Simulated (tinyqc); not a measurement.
Worked calculation: plane-wave Kohn-Sham cycle with exchange-only LDA in a layered model solid. Computed by tinyqc, a small Python program that keeps every step. Settings: points = 16, plane-wave index or count = 2, electrons = 4, k points = 1, area = 34.0, mixing = 0.5, iteration cap = 62, Pulay depth = 3. Command: `OMP_NUM_THREADS=1 python tinyqc.py 24336 24337 out.jsonl` (the two numbers bound the seeds that draw the settings). One thread of a shared host (Intel(R) Xeon(R) Processor @ 2.60GHz), about 0.02 s of CPU time with the checks. Later iterations appear only in the table of the cycle.

## Iteration 1: potential

A solid whose potential varies along x alone (atomic units):
```
parameter                      value
period a                   16.200000
cross-section of the cell  34.000000
electrons per cell                 4
grid points                       16
plane waves -n..n, n               2
k points                           1
V1 in V1 cos(2 pi x/a)     -0.240000
```

density at the start, on the grid x_j = j a/N (e/bohr^3): 0.00726216  0.00726216  0.00726216  0.00726216  0.00726216  0.00726216  0.00726216  0.00726216  0.00726216  0.00726216  0.00726216  0.00726216  0.00726216  0.00726216  0.00726216  0.00726216

V_H(G) = 4 pi rho(G)/G^2 for G != 0 (uniform background); v_x = -(3 rho/pi)^(1/3); V = V_ext + V_H + v_x; Fourier components f(G_m) = (1/N) sum_j f(x_j) exp(-i G_m x_j).

Potentials on the grid (hartree):
```
x              V_ext       V_H        v_x          V
0.000000   -0.240000  0.000000  -0.190698  -0.430698
1.012500   -0.221731  0.000000  -0.190698  -0.412429
2.025000   -0.169706  0.000000  -0.190698  -0.360403
3.037500   -0.091844  0.000000  -0.190698  -0.282542
4.050000           0  0.000000  -0.190698  -0.190698
5.062500    0.091844  0.000000  -0.190698  -0.098854
6.075000    0.169706  0.000000  -0.190698  -0.020992
7.087500    0.221731  0.000000  -0.190698   0.031033
8.100000    0.240000  0.000000  -0.190698   0.049302
9.112500    0.221731  0.000000  -0.190698   0.031033
10.125000   0.169706  0.000000  -0.190698  -0.020992
11.137500   0.091844  0.000000  -0.190698  -0.098854
12.150000          0  0.000000  -0.190698  -0.190698
13.162500  -0.091844  0.000000  -0.190698  -0.282542
14.175000  -0.169706  0.000000  -0.190698  -0.360403
15.187500  -0.221731  0.000000  -0.190698  -0.412429
```

V(G_m), m = 0, 1, 2, ... (hartree): -0.190698  -0.120000  0.000000  0.000000  0.000000

## Iteration 1: Hamiltonian at one k

k = 0.000000 2 pi / a

H(m,m') = (k + G_m)^2/2 delta + V(G_m - G_m'), with V(-G) = V(G).

H (hartree):
```
           -2         -1         +0         +1         +2
-2   0.110159  -0.120000   0.000000   0.000000   0.000000
-1  -0.120000  -0.115484  -0.120000   0.000000   0.000000
+0   0.000000  -0.120000  -0.190698  -0.120000   0.000000
+1   0.000000   0.000000  -0.120000  -0.115484  -0.120000
+2   0.000000   0.000000   0.000000  -0.120000   0.110159
```

## Iteration 1: levels at that k

Diagonalise the Hermitian matrix.

eigenvalues (hartree): -0.340157  -0.167370  -0.033155  0.162045  0.177289

## Iteration 1: new density

Motion across x is left out: the lowest 2 band(s) hold two electrons at each of the k points (j + 1/2)/nk - 1/2. Residual R = rho(out) - rho(in); rho(new) = rho(in) + 0.5 R. rho(out) = 2/(a A nk) sum |psi|^2 with psi = sum c exp(i G x). Harris energy E = band energy - dV sum rho (V_H/2 + v_x) + (3/4) dV sum rho v_x with rho(in), dV = a A/N, band energy = (2/nk) sum of the filled levels.

rho(out) (e/bohr^3): 0.01317584  0.01418540  0.01495972  0.01230999  0.00700362  0.00250305  0.00048998  0.00005022  0.00001481  0.00005022  0.00048998  0.00250305  0.00700362  0.01230999  0.01495972  0.01418540

density after iteration 1 (e/bohr^3): 0.01021900  0.01072378  0.01111094  0.00978608  0.00713289  0.00488261  0.00387607  0.00365619  0.00363849  0.00365619  0.00387607  0.00488261  0.00713289  0.00978608  0.01111094  0.01072378

energy per cell = -0.82435563 hartree

## Iteration 2: potential

As before.

Potentials on the grid (hartree):
```
x              V_ext        V_H        v_x          V
0.000000   -0.240000   0.339298  -0.213694  -0.114396
1.012500   -0.221731   0.319634  -0.217157  -0.119254
2.025000   -0.169706   0.255471  -0.219739  -0.133973
3.037500   -0.091844   0.143699  -0.210633  -0.158778
4.050000           0   0.000924  -0.189560  -0.188636
5.062500    0.091844  -0.140684  -0.167061  -0.215901
6.075000    0.169706  -0.253056  -0.154687  -0.238037
7.087500    0.221731  -0.322649  -0.151705  -0.252623
8.100000    0.240000  -0.345978  -0.151460  -0.257438
9.112500    0.221731  -0.322649  -0.151705  -0.252623
10.125000   0.169706  -0.253056  -0.154687  -0.238037
11.137500   0.091844  -0.140684  -0.167061  -0.215901
12.150000          0   0.000924  -0.189560  -0.188636
13.162500  -0.091844   0.143699  -0.210633  -0.158778
14.175000  -0.169706   0.255471  -0.219739  -0.133973
15.187500  -0.221731   0.319634  -0.217157  -0.119254
```

V(G_m), m = 0, 1, 2, ... (hartree): -0.186640  0.036273  0.000588  -0.000475  -0.000318

## Iteration 2: Hamiltonian at one k

k = 0.000000 2 pi / a

As before.

H (hartree):
```
           -2         -1         +0         +1         +2
-2   0.114217   0.036273   0.000588  -0.000475  -0.000318
-1   0.036273  -0.111426   0.036273   0.000588  -0.000475
+0   0.000588   0.036273  -0.186640   0.036273   0.000588
+1  -0.000475   0.000588   0.036273  -0.111426   0.036273
+2  -0.000318  -0.000475   0.000588   0.036273   0.114217
```

## Iteration 2: levels at that k

As before.

eigenvalues (hartree): -0.213261  -0.117825  -0.090038  0.119720  0.120346

## Iteration 2: new density

B (overlaps of the stored error matrices):
```
                1               2
1   5.9400545e-04  -6.7508619e-04
2  -6.7508619e-04   8.1735641e-04
```

Motion across x is left out: the lowest 2 band(s) hold two electrons at each of the k points (j + 1/2)/nk - 1/2. Residual R = rho(out) - rho(in); rho(new) = rho(in) + 0.5 R; Pulay mixing then takes sum c_i of the stored mixed densities, with c from B_ij = sum R_i R_j as in DIIS. rho(out) = 2/(a A nk) sum |psi|^2 with psi = sum c exp(i G x). Harris energy E = band energy - dV sum rho (V_H/2 + v_x) + (3/4) dV sum rho v_x with rho(in), dV = a A/N, band energy = (2/nk) sum of the filled levels.

rho(out) (e/bohr^3): 0.00033298  0.00092114  0.00279263  0.00593067  0.00951544  0.01189366  0.01189206  0.01030318  0.00936407  0.01030318  0.01189206  0.01189366  0.00951544  0.00593067  0.00279263  0.00092114

DIIS coefficients: 0.540440  0.459560

density after iteration 2 (e/bohr^3): 0.00794739  0.00847133  0.00919956  0.00890018  0.00768036  0.00649361  0.00571799  0.00518354  0.00495411  0.00518354  0.00571799  0.00649361  0.00768036  0.00890018  0.00919956  0.00847133

energy per cell = -0.66820814 hartree

## Convergence

Stop when sqrt(dV sum R^2) is below 1e-8, dV = a A/N.

Course of the cycle:
```
iteration  E (hartree)  norm of the residual
1          -0.82435563              1.43e-01
2          -0.66820814              1.68e-01
3          -0.55590300              7.44e-02
4          -0.64953654              1.08e-01
5          -0.57410104              1.22e-01
6          -0.56508352              1.14e-01
7          -0.54663775              8.60e-02
8          -0.51239739              4.48e-02
9          -0.52770425              7.00e-02
10         -0.54689667              1.20e-01
11         -0.54813384              8.90e-02
...                ...                   ...
52         -0.51926625              6.62e-02
53         -0.54638809              8.75e-02
54         -0.51401828              4.90e-02
55         -0.52365723              8.86e-02
56         -0.52254311              5.59e-02
57         -0.51707452              8.00e-02
58         -0.51490581              8.19e-02
59         -0.52072945              7.93e-02
60         -0.52555729              8.85e-02
61         -0.58686738              9.35e-02
62         -0.54506518              8.93e-02
```

Not converged within 62 iterations: the residual wanders without falling. At the k point shown the highest filled and lowest empty bands lie only 0.0188 hartree apart, so integer filling is fragile. Reruns (cap 100 unless said): mixing 0.1: not converged; mixing 0.5, Kerker q0 1.0: not converged; mixing 0.3, Pulay depth 5: not converged; the original settings with a cap of 400: not converged.
